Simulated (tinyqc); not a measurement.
# Small-signal admittance of a forward-biased p+-n diode: what changes with what

Holes injected into a neutral base of width wb with an ohmic contact at its end; low injection, p0 far above the equilibrium density. A small voltage v exp(i w t), w = 2 pi f, modulates the edge density by p0 v/Vt, and the small-signal density obeys Dp d2p/dx2 = (1/tau + i w) p.

Values chosen for this exercise; permittivity close to that of silicon:

| symbol | value | unit | meaning |
|---|---|---|---|
| T | 300 | K | temperature |
| eps_r | 11.7 |  | relative permittivity |
| Nd | 2.2e16 | cm^-3 | donor density of the base |
| Dp | 10 | cm^2/s | hole diffusion coefficient |
| tau | 2e-6 | s | hole lifetime |
| wb | 9.4 | um | width of the neutral base |
| p0 | 6.8e12 | cm^-3 | excess hole density at the junction edge |
| Na | 1e19 | cm^-3 | acceptor density of the p+ side |
| Rs | 0.007 | ohm cm^2 | series resistance |
| f | 3e5 | Hz | signal frequency |

Constants: q = 1.602176634e-19 C, kB = 1.380649e-23 J/K, Vt = kB T/q, eps0 = 8.8541878128e-14 F/cm where lengths are in cm. Results are converted to the units shown.

Each table varies one quantity; the others keep the values above.

## Admittance against frequency

L = sqrt(Dp tau); direct current J = (q Dp p0/L) coth(wb/L); k = sqrt(1 + i w tau)/L; diffusion admittance Y = (q Dp p0/Vt) k coth(k wb) = G + i w C_diff; junction capacitance C_j = sqrt(q eps0 eps_r Nd/(2 Vr)) in the depletion approximation, with the remaining barrier Vr = Vt ln(Na/p0), a rough value under forward bias; base-width modulation is left out. Measured admittance 1/[Rs + 1/(Y + i w C_j)].

The same in every row: C_j (uF/cm^2) = 0.070520.

Result of one run:

| f (Hz) | w tau | G (S/cm^2) | C_diff (uF/cm^2) | measured G (S/cm^2) | measured C (uF/cm^2) | phase of the measured Y (degrees) |
|---|---|---|---|---|---|---|
| 4e6 | 50.265 | 0.50128 | 0.012740 | 0.52985 | 0.082661 | 75.692 |

What becomes of these results when the signal frequency f is changed from 4e6 to 1e7 Hz, all else the same?

Result of the changed run:

| f (Hz) | w tau | G (S/cm^2) | C_diff (uF/cm^2) | measured G (S/cm^2) | measured C (uF/cm^2) | phase of the measured Y (degrees) |
|---|---|---|---|---|---|---|
| 1e7 | 125.66 | 0.69096 | 0.011185 | 0.86923 | 0.080816 | 80.286 |

The whole series:

| f (Hz) | w tau | G (S/cm^2) | C_diff (uF/cm^2) | measured G (S/cm^2) | measured C (uF/cm^2) | phase of the measured Y (degrees) |
|---|---|---|---|---|---|---|
| 10000 | 0.12566 | 0.45491 | 0.013127 | 0.45347 | 0.083117 | 0.65982 |
| 50000 | 0.62832 | 0.45492 | 0.013127 | 0.45348 | 0.083117 | 3.2955 |
| 2e5 | 2.5133 | 0.45503 | 0.013126 | 0.45367 | 0.083116 | 12.965 |
| 9e5 | 11.310 | 0.45736 | 0.013107 | 0.45745 | 0.083093 | 45.768 |
| 4e6 | 50.265 | 0.50128 | 0.012740 | 0.52985 | 0.082661 | 75.692 |
| 1e7 | 125.66 | 0.69096 | 0.011185 | 0.86923 | 0.080816 | 80.286 |
| 6e7 | 753.98 | 1.8316 | 0.0048467 | 7.0454 | 0.070742 | 75.202 |
| 3e8 | 3769.9 | 4.0918 | 0.0021702 | 68.566 | 0.036749 | 45.293 |
| 1e9 | 12566 | 7.4699 | 0.0011888 | 129.26 | 0.0064869 | 17.501 |

G starts at J/Vt = 0.455 S/cm^2 and C_diff at (J tau/(2 Vt))(1 - 2 x/sinh 2x) = 0.0131 uF/cm^2, x = wb/L = 0.210. Between the last two rows G goes as f^(0.50) and C_diff as f^(-0.50); the limits are 1/2 and -1/2, reached when the signal penetrates only sqrt(Dp/w). The measured C is 0.63 % below C_diff + C_j in the first row and 91 % below it in the last, the difference being due to Rs.

## Effect of the excess hole density at the junction edge

Same model as above.

The same in every row: w tau = 3.7699.

Results:

| p0 (cm^-3) | G (S/cm^2) | C_diff (uF/cm^2) | C_j (uF/cm^2) | measured G (S/cm^2) | measured C (uF/cm^2) | phase of the measured Y (degrees) |
|---|---|---|---|---|---|---|
| 2e9 | 1.3388e-4 | 3.8604e-6 | 0.056234 | 2.1254e-4 | 0.056238 | 89.885 |
| 2e10 | 0.0013388 | 3.8604e-5 | 0.059379 | 0.0014266 | 0.059416 | 89.270 |
| 2e11 | 0.013388 | 3.8604e-4 | 0.063117 | 0.013487 | 0.063491 | 83.570 |
| 2e13 | 1.3388 | 0.038604 | 0.073361 | 1.3267 | 0.10990 | 8.8747 |
| 2e14 | 13.388 | 0.38604 | 0.080791 | 12.245 | 0.39024 | 3.4378 |
| 2e15 | 133.88 | 3.8604 | 0.091059 | 69.164 | 1.0522 | 1.6426 |

Estimate the missing row, p0 = 2e12 cm^-3.

Computed row:

| p0 (cm^-3) | G (S/cm^2) | C_diff (uF/cm^2) | C_j (uF/cm^2) | measured G (S/cm^2) | measured C (uF/cm^2) | phase of the measured Y (degrees) |
|---|---|---|---|---|---|---|
| 2e12 | 0.13388 | 0.0038604 | 0.067664 | 0.13388 | 0.071391 | 45.147 |

With this row back in the table: As p0 goes from 2e9 to 2e15, G rises from 1.34e-4 to 134 S/cm^2, C_diff rises from 3.86e-6 to 3.86 uF/cm^2 and the measured C rises from 0.0562 to 1.05 uF/cm^2. C_diff exceeds C_j for p0 = 2e14, 2e15.

Numbers from tinyqc (`OMP_NUM_THREADS=1 python tinyqc.py 2890210 2890211 out.jsonl`; about 0.01 s on one thread of a shared Intel Xeon 2.30GHz).
